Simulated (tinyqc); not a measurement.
Thin (001) film in sp3s* tight binding with raised dangling bonds: one step. Levels of the small film. Three cases, with inputs chosen for the exercise.

Task: Diagonalise both blocks.

Case 1.

s, pz, s* block (eV), rows sa1, za1, *a1, sc2, zc2, *c2, sa3, za3, *a3, sc4, zc4, *c4, sa5, za5, *a5 and columns alike:
```
[[0.78200, -5.00000, 0, -4.15500, 2.88150, 0, 0, 0, 0, 0, 0, 0, 0, 0, 0],
 [-5.00000, 6.71200, 0, -2.88150, 0.85600, -2.69350, 0, 0, 0, 0, 0, 0, 0, 0, 0],
 [0, 0, 6.63100, 0, 2.69350, 0, 0, 0, 0, 0, 0, 0, 0, 0, 0],
 [-4.15500, -2.88150, 0, -4.21800, 0, 0, -4.15500, 2.88150, 0, 0, 0, 0, 0, 0, 0],
 [2.88150, 0.85600, 2.69350, 0, 1.71200, 0, -2.88150, 0.85600, -2.69350, 0, 0, 0, 0, 0, 0],
 [0, -2.69350, 0, 0, 0, 6.63100, 0, 2.69350, 0, 0, 0, 0, 0, 0, 0],
 [0, 0, 0, -4.15500, -2.88150, 0, -4.21800, 0, 0, -4.15500, 2.88150, 0, 0, 0, 0],
 [0, 0, 0, 2.88150, 0.85600, 2.69350, 0, 1.71200, 0, -2.88150, 0.85600, -2.69350, 0, 0, 0],
 [0, 0, 0, 0, -2.69350, 0, 0, 0, 6.63100, 0, 2.69350, 0, 0, 0, 0],
 [0, 0, 0, 0, 0, 0, -4.15500, -2.88150, 0, -4.21800, 0, 0, -4.15500, 2.88150, 0],
 [0, 0, 0, 0, 0, 0, 2.88150, 0.85600, 2.69350, 0, 1.71200, 0, -2.88150, 0.85600, -2.69350],
 [0, 0, 0, 0, 0, 0, 0, -2.69350, 0, 0, 0, 6.63100, 0, 2.69350, 0],
 [0, 0, 0, 0, 0, 0, 0, 0, 0, -4.15500, -2.88150, 0, 0.78200, 5.00000, 0],
 [0, 0, 0, 0, 0, 0, 0, 0, 0, 2.88150, 0.85600, 2.69350, 5.00000, 6.71200, 0],
 [0, 0, 0, 0, 0, 0, 0, 0, 0, 0, -2.69350, 0, 0, 0, 6.63100]]
```

u, v block (eV), rows ua1, va1, uc2, vc2, ua3, va3, uc4, vc4, ua5, va5 and columns alike:
```
[[1.71200, 0, 3.15650, 0, 0, 0, 0, 0, 0, 0],
 [0, 11.71200, 0, -1.44450, 0, 0, 0, 0, 0, 0],
 [3.15650, 0, 1.71200, 0, -1.44450, 0, 0, 0, 0, 0],
 [0, -1.44450, 0, 1.71200, 0, 3.15650, 0, 0, 0, 0],
 [0, 0, -1.44450, 0, 1.71200, 0, 3.15650, 0, 0, 0],
 [0, 0, 0, 3.15650, 0, 1.71200, 0, -1.44450, 0, 0],
 [0, 0, 0, 0, 3.15650, 0, 1.71200, 0, -1.44450, 0],
 [0, 0, 0, 0, 0, -1.44450, 0, 1.71200, 0, 3.15650],
 [0, 0, 0, 0, 0, 0, -1.44450, 0, 11.71200, 0],
 [0, 0, 0, 0, 0, 0, 0, 3.15650, 0, 1.71200]]
```

Case 2.

s, pz, s* block (eV), rows sa1, za1, *a1, sc2, zc2, *c2, sa3, za3, *a3, sc4, zc4, *c4 and columns alike:
```
[[1.83360, -10.00000, 0, -3.73900, 2.11350, 0, 0, 0, 0, 0, 0, 0],
 [-10.00000, 11.14760, 0, -3.14750, 1.08650, -2.51850, 0, 0, 0, 0, 0, 0],
 [0, 0, 8.48860, 0, 2.32150, 0, 0, 0, 0, 0, 0, 0],
 [-3.73900, -3.14750, 0, -2.16940, 0, 0, -3.73900, 3.14750, 0, 0, 0, 0],
 [2.11350, 1.08650, 2.32150, 0, 4.11460, 0, -2.11350, 1.08650, -2.32150, 0, 0, 0],
 [0, -2.51850, 0, 0, 0, 7.22860, 0, 2.51850, 0, 0, 0, 0],
 [0, 0, 0, -3.73900, -2.11350, 0, -8.16640, 0, 0, -3.73900, 2.11350, 0],
 [0, 0, 0, 3.14750, 1.08650, 2.51850, 0, 1.14760, 0, -3.14750, 1.08650, -2.51850],
 [0, 0, 0, 0, -2.32150, 0, 0, 0, 8.48860, 0, 2.32150, 0],
 [0, 0, 0, 0, 0, 0, -3.73900, -3.14750, 0, 7.83060, 10.00000, 0],
 [0, 0, 0, 0, 0, 0, 2.11350, 1.08650, 2.32150, 10.00000, 14.11460, 0],
 [0, 0, 0, 0, 0, 0, 0, -2.51850, 0, 0, 0, 7.22860]]
```

u, v block (eV), rows ua1, va1, uc2, vc2, ua3, va3, uc4, vc4 and columns alike:
```
[[1.14760, 0, 3.63300, 0, 0, 0, 0, 0],
 [0, 21.14760, 0, -1.46000, 0, 0, 0, 0],
 [3.63300, 0, 4.11460, 0, -1.46000, 0, 0, 0],
 [0, -1.46000, 0, 4.11460, 0, 3.63300, 0, 0],
 [0, 0, -1.46000, 0, 1.14760, 0, 3.63300, 0],
 [0, 0, 0, 3.63300, 0, 1.14760, 0, -1.46000],
 [0, 0, 0, 0, 3.63300, 0, 4.11460, 0],
 [0, 0, 0, 0, 0, -1.46000, 0, 24.11460]]
```

Case 3.

s, pz, s* block (eV), rows sa1, za1, *a1, sc2, zc2, *c2, sa3, za3, *a3, sc4, zc4, *c4 and columns alike:
```
[[-4.63659, -5.00000, 0, -2.78550, 1.51000, 0, 0, 0, 0, 0, 0, 0],
 [-5.00000, 5.91041, 0, -2.70100, 0.92600, -1.96100, 0, 0, 0, 0, 0, 0],
 [0, 0, 7.44141, 0, 1.67650, 0, 0, 0, 0, 0, 0, 0],
 [-2.78550, -2.70100, 0, -2.73459, 0, 0, -2.78550, 2.70100, 0, 0, 0, 0],
 [1.51000, 0.92600, 1.67650, 0, 3.76741, 0, -1.51000, 0.92600, -1.67650, 0, 0, 0],
 [0, -1.96100, 0, 0, 0, 6.82041, 0, 1.96100, 0, 0, 0, 0],
 [0, 0, 0, -2.78550, -1.51000, 0, -9.63659, 0, 0, -2.78550, 1.51000, 0],
 [0, 0, 0, 2.70100, 0.92600, 1.96100, 0, 0.91041, 0, -2.70100, 0.92600, -1.96100],
 [0, 0, 0, 0, -1.67650, 0, 0, 0, 7.44141, 0, 1.67650, 0],
 [0, 0, 0, 0, 0, 0, -2.78550, -2.70100, 0, 2.26541, 5.00000, 0],
 [0, 0, 0, 0, 0, 0, 1.51000, 0.92600, 1.67650, 5.00000, 8.76741, 0],
 [0, 0, 0, 0, 0, 0, 0, -1.96100, 0, 0, 0, 6.82041]]
```

u, v block (eV), rows ua1, va1, uc2, vc2, ua3, va3, uc4, vc4 and columns alike:
```
[[0.91041, 0, 3.15800, 0, 0, 0, 0, 0],
 [0, 10.91041, 0, -1.30600, 0, 0, 0, 0],
 [3.15800, 0, 3.76741, 0, -1.30600, 0, 0, 0],
 [0, -1.30600, 0, 3.76741, 0, 3.15800, 0, 0],
 [0, 0, -1.30600, 0, 0.91041, 0, 3.15800, 0],
 [0, 0, 0, 3.15800, 0, 0.91041, 0, -1.30600],
 [0, 0, 0, 0, 3.15800, 0, 3.76741, 0],
 [0, 0, 0, 0, 0, -1.30600, 0, 13.76741]]
```

Give: levels of the s, pz, s* block; levels of the u, v block.

Result:

Case 1.

levels of the s, pz, s* block (eV): [-11.756, -9.641, -6.519, -2.695, 1.783, 1.943, 3.110, 3.910, 5.621, 6.631, 7.568, 8.091, 9.978, 11.015, 11.586]

levels of the u, v block (eV): [-2.279, -2.279, -0.854, -0.854, 4.143, 4.143, 5.612, 5.612, 11.938, 11.938]

No level lies between 0 and the bulk edge 1.154 eV; confinement has widened the gap at zero in-plane momentum to 2.637 eV.

Case 2.

levels of the s, pz, s* block (eV): [-11.951, -8.379, -3.427, 2.941, 3.246, 3.782, 7.114, 8.448, 9.310, 10.419, 18.000, 21.784]

levels of the u, v block (eV): [-2.046, -1.380, -0.694, 5.956, 6.418, 7.308, 21.277, 24.210]

No level lies between 0 and the bulk edge 2.322 eV; confinement has widened the gap at zero in-plane momentum to 3.635 eV.

Case 3.

levels of the s, pz, s* block (eV): [-11.810, -8.804, -3.854, 0.746, 2.542, 3.357, 5.837, 7.201, 7.605, 8.498, 9.788, 12.031]

levels of the u, v block (eV): [-1.794, -1.249, -0.603, 5.281, 5.521, 6.471, 11.173, 13.910]

No level lies between 0 and the bulk edge 0.368 eV; confinement has widened the gap at zero in-plane momentum to 1.349 eV.

Computed by tinyqc, one run a case: `OMP_NUM_THREADS=1 python tinyqc.py N N+1 out.jsonl` with N = 1482552, 1482766, 1482852; one thread of a shared Intel(R) Xeon(R) Processor @ 2.30GHz, about 0.4 s a run at most.
